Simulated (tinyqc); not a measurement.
Comparisons within one model: exchange-split free-electron bands and tunnelling magnetoresistance. A value that a table varies takes the place of the one given here.

Majority and minority bands E = c k^2/m -/+ Dx/2, c = hbar^2/2m0, so k_up = sqrt(m (EF + Dx/2)/c), k_dn = sqrt(m (EF - Dx/2)/c); n_s = k_s^3/(6 pi^2), D_s = m k_s/(4 pi^2 c).

Barrier: kappa = sqrt(mb phi/c), c = hbar^2/2m0. With a = k1/m, b = k2/m, w = kappa/mb, the transmission at normal incidence is T(k1, k2) = 4 a b w^2/[w^2 (a + b)^2 + (w^2 + a^2)(w^2 + b^2) sinh^2(kappa d)]. Parallel: G_P = T(up, up) + T(dn, dn); antiparallel: G_AP = 2 T(up, dn); TMR = (G_P - G_AP)/G_AP. Julliere: TMR = 2 P^2/(1 - P^2). Slonczewski factor: P_eff = P_k (w^2 - a_up a_dn)/(w^2 + a_up a_dn), P_k = (k_up - k_dn)/(k_up + k_dn).

Constants: hbar^2/2m0 = 3.80998211 eV angstrom^2.

Parameters, chosen for this exercise:

| symbol | value | unit | meaning |
|---|---|---|---|
| EF | 4.89 | eV | Fermi energy above the mean band bottom |
| Dx | 8.68 | eV | exchange splitting |
| m | 1.2 | m0 | mass in the electrodes |
| mb | 0.62 | m0 | mass in the barrier |
| d | 11.5 | angstrom | barrier thickness |
| phi | 0.48 | eV | barrier height above EF |

## Barrier height

Results:

| phi (eV) | w (1/angstrom) | P_eff | TMR (%) | G_P |
|---|---|---|---|---|
| 0.20 | 0.291 | -0.4294 | 43.08 | 0.0694 |
| 0.40 | 0.412 | -0.2968 | 19.35 | 0.0142 |
| 0.70 | 0.544 | -0.1513 | 4.73 | 0.00216 |
| 1.0 | 0.651 | -0.0461 | 0.44 | 0.000472 |
| 1.5 | 0.797 | 0.0766 | 1.18 | 5.87e-05 |
| 2.0 | 0.920 | 0.1605 | 5.29 | 1.02e-05 |
| 3.0 | 1.127 | 0.2679 | 15.46 | 5.31e-07 |
| 4.0 | 1.301 | 0.3337 | 25.05 | 4.33e-08 |
| 6.0 | 1.594 | 0.4101 | 40.44 | 6.26e-10 |
| 10 | 2.058 | 0.4809 | 60.16 | 7.11e-13 |

P_eff vanishes where w^2 = a_up a_dn, at phi = 1.16 eV, inside the table; the lowest TMR listed is 0.44 % at 1 eV. TMR is 43.1 % at the lowest barrier and 60.2 % at the highest, against 117.0 % for Julliere with P_k; P_eff tends to +P_k for very high barriers and to -P_k for very low ones. G_P falls by 11.0 decades.

## Barrier thickness

Results:

| d (angstrom) | kappa d | G_P | G_AP | TMR (%) |
|---|---|---|---|---|
| 1 | 0.279 | 1.73 | 1.16 | 49.27 |
| 2 | 0.559 | 1.22 | 0.906 | 34.52 |
| 3 | 0.838 | 0.787 | 0.631 | 24.81 |
| 4 | 1.118 | 0.485 | 0.405 | 19.60 |
| 6 | 1.677 | 0.171 | 0.148 | 15.44 |
| 8 | 2.236 | 0.0572 | 0.0501 | 14.22 |
| 10 | 2.795 | 0.0189 | 0.0166 | 13.84 |
| 13 | 3.633 | 0.00354 | 0.00311 | 13.69 |
| 16 | 4.472 | 0.000662 | 0.000582 | 13.66 |
| 20 | 5.590 | 7.07e-05 | 6.22e-05 | 13.66 |

For thick barriers each angstrom costs a factor exp(2 kappa) = 1.75 in both conductances, and TMR settles at 13.66 % (the interface factor, which vanishes at (kappa/mb)^2 = k_up k_dn/m^2, reduces it below the value from the polarisation of k alone); it is within 0.1 point of that from d = 13 angstrom on. At 1 angstrom it is 49.27 %, where the barrier is thin and the mismatch of k_up and k_dn starts to rule, as it does fully for d -> 0.

## Exchange splitting

Dx takes the listed multiples of 2 EF.

Results:

| Dx/(2 EF) | k_up | k_dn | P_k | P_eff | TMR (%) |
|---|---|---|---|---|---|
| 0.10 | 1.3016 | 1.1773 | 0.0501 | -0.0341 | 0.23 |
| 0.20 | 1.3595 | 1.1100 | 0.1010 | -0.0682 | 0.93 |
| 0.35 | 1.4420 | 1.0006 | 0.1807 | -0.1198 | 2.89 |
| 0.50 | 1.5199 | 0.8775 | 0.2679 | -0.1715 | 6.02 |
| 0.65 | 1.5941 | 0.7342 | 0.3693 | -0.2216 | 10.27 |
| 0.80 | 1.6650 | 0.5550 | 0.5000 | -0.2595 | 14.41 |
| 0.90 | 1.7106 | 0.3924 | 0.6268 | -0.2463 | 13.02 |
| 0.97 | 1.7419 | 0.2150 | 0.7803 | -0.0957 | 2.23 |

P_k rises from 0.050 to 0.780, and TMR goes from 0.23 % to 2.2 %, not steadily: its largest value is 14.41 % at 0.8 and its smallest 0.23 % at 0.1. At Dx = 2 EF the minority band is empty (a half metal) and G_AP vanishes.

## What moves the magnetoresistance

All results formed anew. Each row changes one parameter from the base and keeps the others.

Results:

| case | P_k | P_eff | TMR (%) | G_P |
|---|---|---|---|---|
| base | 0.6076 | -0.2528 | 13.73 | 0.00817 |
| Dx = 9.114 eV | 0.6839 | -0.2137 | 9.79 | 0.00712 |
| EF = 5.379 eV | 0.5072 | -0.2777 | 16.66 | 0.00848 |
| phi = 0.624 eV | 0.6076 | -0.1835 | 7.03 | 0.00333 |
| mb = 0.496 m0 | 0.6076 | -0.1943 | 8.13 | 0.0161 |
| d = 13.5 angstrom | 0.6076 | -0.2528 | 13.68 | 0.00267 |
| m = 1.44 m0 | 0.6076 | -0.2053 | 8.94 | 0.00819 |

The largest shifts from the base row, up to three for each result and ties (the steps differ in size, so this ranks the rows, not the parameters). P_k: EF -0.1004, Dx +0.0763; unchanged at the printed digits by phi, mb, d and m. P_eff: phi +0.0693, mb +0.0585, m +0.0475; unchanged at the printed digits by d. TMR (%): phi -6.70, mb -5.60, m -4.80. G_P: mb +0.00795, d -0.00550, phi -0.00484.

Computed by tinyqc, a small Python program: `OMP_NUM_THREADS=1 python tinyqc.py 1650338 1650339 out.jsonl` (the numbers bound the seed that draws the inputs); one thread of a shared host (Intel(R) Xeon(R) Processor @ 2.30GHz), about 0.01 s for the whole set of steps.
